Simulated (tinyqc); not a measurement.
Inputs raised by 2 %, one at a time: ion-assisted plasma etching: sheath, surface coverage, synergy and aspect-ratio dependence. Computed by tinyqc, a small Python program. Command: `OMP_NUM_THREADS=1 python tinyqc.py 3003597 3003598 out.jsonl etch sens`. One thread of a shared host (Intel(R) Xeon(R) Processor @ 2.30GHz), about 0.01 s of CPU time with the checks.

Radicals adsorb on bare sites; ions remove covered sites with a high yield and bare sites by sputtering; a slow spontaneous reaction acts everywhere, walls included.

Inputs (values chosen for the exercise, close to those used for silicon dioxide in a fluorocarbon plasma):

| quantity | value | unit |
|---|---|---|
| plasma density n_e | 1.1e+11 | 1/cm^3 |
| electron temperature T_e | 3.8 | eV |
| ion mass M_i | 40 | u |
| sheath voltage V | 630 | V |
| radical density n | 2.3e+12 | 1/cm^3 |
| radical mass M_n | 50 | u |
| gas temperature T_g | 500 | K |
| sticking coefficient s | 0.52 | - |
| radicals per removed unit x | 3 | - |
| yield slope b | 0.16 | eV^(-1/2) |
| threshold E_th | 12 | eV |
| sputter slope b_p | 0.016 | eV^(-1/2) |
| sputter threshold E_p | 39 | eV |
| spontaneous reaction probability k_c | 1.1e-06 | - |
| solid density N | 2.2e+22 | 1/cm^3 |
| ion temperature T_i | 0.66 | eV |
| aspect ratio A | 10 | - |

Feature: long trench.

Constants: e = 1.602176634e-19 C; u = 1.6605390666e-27 kg; k_B = 1.380649e-23 J/K; eps_0 = 8.8541878128e-12 F/m.

Method:
- Bohm speed u_B = sqrt(e T_e/M_i); ion flux G_i = 0.61 n_e u_B; radical flux G_n = n c/4 with c = sqrt(8 k_B T_g/(pi M_n)).
- Debye length lambda_D = sqrt(eps_0 T_e/(e n_s)) with n_s = 0.61 n_e, T_e in volts; Child-law sheath d = (sqrt2/3) lambda_D (2 V/T_e)^(3/4); ion energy E = V + T_e/2; angular spread = arctan(sqrt(T_i/E)).
- Yields: Y = b (sqrt(E) - sqrt(E_th)) on covered sites, Y_p = b_p (sqrt(E) - sqrt(E_p)) on bare ones (zero below threshold).
- Steady coverage: s G_n (1 - theta) = x Y G_i theta; removal flux = Y G_i theta + Y_p G_i (1 - theta) + k_c G_n; rate = flux/N, 1 cm/s = 6e8 nm/min.
- Lateral rate = k_c G_n/N; anisotropy = 1 - lateral/vertical; synergy = vertical/(ions alone + radicals alone), with ions alone Y_p G_i/N and radicals alone the lateral rate.
- Transmission of a long trench, rough form: K = (1 + ln(1 + A))/(1 + A + ln(1 + A)), walls that scatter diffusely without loss. With a loss probability S = s (1 - theta) at the floor, G_b/G_n = K/(K + S - K S); theta follows G_b, and the two are solved together. Ions are taken to reach the floor unshadowed; G_b replaces G_n in every term of the rate; A is depth over width.

Runs:

| input moved | from | to | vertical rate (nm/min) | coverage theta | floor rate over open-field rate | synergy |
|---|---|---|---|---|---|---|
| base run | - | - | 274.67 | 0.061120 | 0.77233 | 1.6400 |
| plasma density n_e (1/cm^3) | 1.1e+11 | 1.122e+11 | 278.15 | 0.059993 | 0.77475 | 1.6282 |
| sheath voltage V (V) | 630 | 642.6 | 276.94 | 0.060467 | 0.77398 | 1.6320 |
| radical density n (1/cm^3) | 2.3e+12 | 2.346e+12 | 276.68 | 0.062266 | 0.76991 | 1.6520 |
| sticking coefficient s | 0.52 | 0.5304 | 276.68 | 0.062266 | 0.76799 | 1.6520 |
| spontaneous reaction probability k_c | 1.1e-06 | 1.122e-06 | 274.67 | 0.061120 | 0.77233 | 1.6400 |
| gas temperature T_g (K) | 500 | 510 | 275.67 | 0.061691 | 0.77112 | 1.6460 |
| ion mass M_i (u) | 40 | 40.8 | 272.96 | 0.061691 | 0.77112 | 1.6460 |

Exponents ln(y'/y) / ln(x'/x):

| input | vertical rate | coverage theta | floor rate over open-field rate | synergy |
|---|---|---|---|---|
| plasma density n_e | 0.635 | -0.939 | 0.158 | -0.365 |
| sheath voltage V | 0.415 | -0.543 | 0.108 | -0.247 |
| radical density n | 0.368 | 0.938 | -0.158 | 0.368 |
| sticking coefficient s | 0.368 | 0.938 | -0.285 | 0.368 |
| spontaneous reaction probability k_c | 0.000 | 0.000 | 0.000 | 0.000 |
| gas temperature T_g | 0.184 | 0.469 | -0.079 | 0.184 |
| ion mass M_i | -0.316 | 0.469 | -0.079 | 0.184 |

Which inputs matter most for each result?

Among the inputs moved here: vertical rate answers most in size to plasma density n_e (exponent +0.635), next to sheath voltage V (+0.415); its exponent is below 0.0005 for spontaneous reaction probability k_c. Coverage theta answers most in size to plasma density n_e (exponent -0.939), and about equally to radical density n (+0.938), sticking coefficient s (+0.938); its exponent is below 0.0005 for spontaneous reaction probability k_c. Floor rate over open-field rate answers most in size to sticking coefficient s (exponent -0.285), next to plasma density n_e (+0.158); its exponent is below 0.0005 for spontaneous reaction probability k_c. Synergy answers most in size to sticking coefficient s (exponent +0.368), and about equally to radical density n (+0.368), plasma density n_e (-0.365); its exponent is below 0.0005 for spontaneous reaction probability k_c.

Caution (all rows): a sheath of several millimetres is collisional at usual pressures, which lowers the ion energy and widens the angles. Caution (all rows): the trench transmission is an interpolation between the limits 1 and ln(A)/A, good to tens of per cent.
